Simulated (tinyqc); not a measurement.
Ferroelectric switching by domains, Kolmogorov-Avrami-Ishibashi kinetics with Merz's law: two steps of the calculation.

A film poled to -Ps gets a pulse V of length t. Field E = V/d, characteristic time tau = t0 exp(Ea/E). The switched share is f = 1 - exp(-(t/tau)^m). P = Ps (2 f - 1).

Values chosen for this exercise:
- Ps = 35 uC/cm^2 (switchable polarisation)
- t0 = 1.3 ns (time prefactor)
- Ea = 11000 kV/cm (activation field)
- d = 5 nm (film thickness)
- m = 1.5 (Avrami exponent)
- V = 0.71 V (pulse voltage)
- tp = 5000 ns (pulse length)

Problem 1. Field and characteristic time. E = V/d, tau = t0 exp(Ea/E).

Find: E; tau.

Solution 1.

E = 1420.0 kV/cm
tau = 3007.4 ns

Problem 2. State after the pulse, peak of the switching current. f = 1 - exp(-(tp/tau)^m); the current density 2 Ps df/dt peaks at t = tau ((m - 1)/m)^(1/m) (at t = 0 for m = 1); half of the film has switched at tau (ln 2)^(1/m).

tau = 3007.4359 ns

Find: f; P after the pulse; time of the peak; peak current density; half-switching time.

Solution 2.

f = 0.8828
P after the pulse = 26.79 uC/cm^2
time of the peak = 1446 ns
peak current density = 17.35 A/cm^2
half-switching time = 2355 ns

Program tinyqc, `OMP_NUM_THREADS=1 python tinyqc.py 2860028 2860029 out.jsonl`; Intel Xeon 2.30GHz, shared host, one thread, about 0.01 s.
